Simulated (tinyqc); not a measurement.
Potential-pH (Pourbaix) lines of a metal, its cation, its oxide and an oxyanion, with a complexing ligand. Changing the log10 of the dissolved activity a. Computed by tinyqc, a small Python program. Command: `OMP_NUM_THREADS=1 python tinyqc.py 3012796 3012797 out.jsonl pourb sweep`. One thread of a shared host (Intel(R) Xeon(R) Processor @ 2.30GHz), about 0.01 s of CPU time with the checks.

Potentials are against the standard hydrogen electrode; solids and water have unit activity; dG_f of M, H+ and the electron is zero; F = e N_A and s = R T ln(10)/F. The cation carries z = 2.

Inputs (values chosen for the exercise, modelled on nickel):
```
quantity                value    unit
dG_f of the cation     -46.48  kJ/mol
dG_f of the oxide      -210.2  kJ/mol
dG_f of the oxyanion  -288.07  kJ/mol
dG_f of water         -237.14  kJ/mol
temperature T          298.15       K
pH                        4.9       -
potential E               0.9       V
```

Species: M, M2+, MO, MO2(2-).

Constants: R = 8.314462618 J/(mol K); e = 1.602176634e-19 C; N_A = 6.02214076e+23 1/mol.

Method:
- M2+ + 2e = M; MO + 2H+ + 2e = M + H2O; MO2(2-) + 4H+ + 2e = M + 2H2O. For each, E0 = -dG/(z F), and E = E0 + (s/z) log10 a - (s n_H/z) pH, with no activity term for the oxide.
- Two oxidised species coexist where their lines against the metal cross: pH1 (cation/oxide) = [E0(oxide) - E0(cation)]/s - (log10 a)/z; pH2 (oxide/oxyanion) = {[E0(oxyanion) - E0(oxide)]/s + (log10 a)/z}/(4/z - 1).
- The metal is stable below the lowest of the three lines; above it, the species of the lowest line is stable. Water lines at 1 bar: hydrogen E = -s pH, oxygen E = -dG_f(water)/(2F) - s pH.

One run for each value:
```
log10 of the dissolved activity a     pH1     pH2  width of the oxide field, pH2 - pH1  upper limit of immunity (V)
-7                                 9.9313  10.451                               0.5201                     -0.44792
-6                                 9.4313  10.951                               1.5201                     -0.41834
-5                                 8.9313  11.451                               2.5201                     -0.38876
-4                                 8.4313  11.951                               3.5201                     -0.35918
-3                                 7.9313  12.451                               4.5201                     -0.32960
-2                                 7.4313  12.951                               5.5201                     -0.30002
-1                                 6.9313  13.451                               6.5201                     -0.27045
```

Describe the trends.

Over the rows, pH1 falls from 9.93 to 6.93; pH2 rises from 10.5 to 13.5; width of the oxide field, pH2 - pH1 rises from 0.520 to 6.52.  Left out: -8.00 (the oxide has no field in range).

Caution (all rows): other oxidation states, hydroxides and hydrides are left out, and the lines say nothing of rates.

Extremes, crossings and ranges named in words are read from the listed rows.
